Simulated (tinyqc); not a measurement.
Configuration-coordinate model of carrier capture at a defect, step by step. Values are carried at full precision from step to step, so a last printed digit may differ when a step is redone from the rounded ones.

Two parabolas of equal curvature k in one coordinate Q: with the carrier free at the band edge, U_f = k Q^2/2; with the carrier trapped, U_t = k (Q - dQ)^2/2 - ET. ER = k dQ^2/2, Huang-Rhys factor S = ER/hw, hw = 0.0646541 sqrt(k/M) eV for k in eV/angstrom^2 and M in u. The curves cross at a height Eb = (ER - ET)^2/(4 ER) above the free minimum.

Constants: kB = 8.617333262e-05 eV/K.

Inputs chosen for the exercise (of the size met at a DX centre in AlGaAs; not measured data): ET = 0.09 eV (thermal depth of the level below the band edge); ER = 0.7 eV (relaxation energy); hw = 0.01 eV (phonon energy of the mode); M = 16 u (mass of the mode); T = 250 K (temperature); nu = 1e+13 1/s (attempt rate).

## The two parabolas

Form S, k, dQ, the crossing point Qc = (ER - ET)/(k dQ), Eb, and the emission barrier Eb + ET.

S = 70.000
k = 0.3828 eV/angstrom^2
dQ = 1.9125 angstrom
Qc = 0.8333 angstrom

barriers (eV): capture 0.1329, emission 0.2229

ER > ET: the crossing lies between the two minima (large relaxation); at Q = 0 the trapped level lies above the band edge.

## Optical transitions

Vertical ionisation from the trapped minimum costs ET + ER; vertical capture from the free minimum releases ET - ER (none if negative); the band has a standard deviation sqrt(S hw^2 coth(hw/2kT)) with S = ER/hw, and a full width 2.35482 times that.

energies (eV): ionisation peak 0.790, zero-phonon 0.090, emission peak -0.610

coth(hw/2kT) = 4.3858
standard deviation = 0.1752 eV
full width = 0.4126 eV

Vertical capture would need energy: there is no luminescence peak (at most a tail of the broadened line), and a carrier freed by light must cross the barrier Eb to return or tunnel through it; where tunnelling is slow this gives persistent photoconductivity at low temperature. The optical peak exceeds the thermal depth by a factor 8.78.

## The multiphonon factor

Multiphonon factor for giving p = ET/hw phonons to the lattice: W = exp(-S (2 nb + 1)) ((nb + 1)/nb)^(p/2) I_p(x), nb = 1/(exp(hw/kT) - 1), x = 2 S sqrt(nb (nb + 1)), I_p the modified Bessel function. Classical limit: W = hw exp(-Eb/kT)/sqrt(4 pi ER kT). At T = 0: exp(-S) S^p/Gamma(p + 1).

Form p, nb, x and ln W, the classical ln W, and the capture time 1/(nu W).

p, nb, x: [9.0000, 1.6929, 298.9159]

ln W: quantum -9.902, classical -9.942

capture time = 2.00e-09 s

The quantum factor is 1.04 times the classical one at kT/hw = 2.15: the two agree.

## Emission by detailed balance

For equal degeneracies and one band-edge state, emission time = capture time x exp(ET/kT).

ET/kT = 4.178
log10 of the emission time in s = -6.89

## Checks

- Ln W for the nearest whole p against the double Poisson sum over emitted and absorbed phonons: both -9.90239.

Run: tinyqc, `OMP_NUM_THREADS=1 python tinyqc.py 1450835 1450836 out.jsonl`; Intel(R) Xeon(R) Processor @ 2.30GHz, one thread, shared host; about 0.01 s of CPU time with all checks.
